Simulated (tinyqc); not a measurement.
Deal-Grove kinetics of thermal oxidation of silicon: one step, computed by the program tinyqc.

Oxidant diffuses through the oxide and reacts at the interface, so that dx/dt = B/(A + 2x) for the oxide thickness x.

Task: Thickness after the oxidation. tau = (x_i^2 + A x_i)/B and x = (A/2) [sqrt(1 + 4 B (t + tau)/A^2) - 1], the root of x^2 + A x = B (t + tau). Silicon consumed is 0.44 times the oxide grown; the rate is B/(A + 2x).

Inputs (values chosen for the exercise, close to those used for silicon): temperature T = 1000 C; initial oxide x_i = 0.005 um; time t = 2.4 h.

Ambient: dry oxygen. Surface: (100).

length A = 0.4323414 um

parabolic constant B = 0.09938456 um^2/h

Give: tau; oxide thickness x; silicon consumed; final growth rate.

Result:

tau = 0.02200 h

oxide thickness x = 0.3200 um

silicon consumed = 0.1386 um

final growth rate = 0.09269 um/h

2x/A = 1.48: reaction and diffusion both resist, diffusion with a share 2x/(A + 2x) = 0.60.
